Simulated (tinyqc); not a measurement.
## Contact transmission and back-scattering length from two lengths

Problem. A channel with M modes has R = RQ (2/tc - 1 + L/lam), RQ = (h/2q^2)/M. Find lam and tc.

Constants: q = 1.602176634e-19 C, h = 6.62607015e-34 J s. Results are converted to the units shown.

R at L = 3 and 24 nm (ohm cm^2): [4.5614432e-10, 1.5324399e-9]
M = 4.2681628e13 cm^-2

Answer. The slope is RQ/lam and the intercept RQ (2/tc - 1).

lam = 5.900 nm
tc = 1.000

tinyqc, about 0.02 s, one thread, Intel Xeon 2.30GHz (shared host): `OMP_NUM_THREADS=1 python tinyqc.py 2760148 2760149 out.jsonl`
